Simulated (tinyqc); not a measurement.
## Dopant mobility from one pulse

Inverse problem. With linear drift and no window, R = Ron x + Roff (1 - x), dx/dt = k i, k = mv Ron/D^2, and so R^2 = R0^2 - 2 k (Roff - Ron) phi after the flux phi. Find x0, k, mv and the charge passed.

Values chosen for this exercise: resistance of the fully doped film Ron = 50 ohm; resistance of the undoped film Roff = 40000 ohm; film thickness D = 5 nm.

R before and after a pulse of flux 0.073 V s (ohm): 25618.000  20848.005

Solution. R^2 is linear in the flux and R is linear in the charge.

x0 = 0.360
k = 3.80e4 1/C
mv = 1.90e-14 m^2/(V s)
charge = 3.14 uC

Program tinyqc, `OMP_NUM_THREADS=1 python tinyqc.py 2880130 2880131 out.jsonl`; Intel Xeon 2.30GHz, shared host, one thread, about 0.2 s.
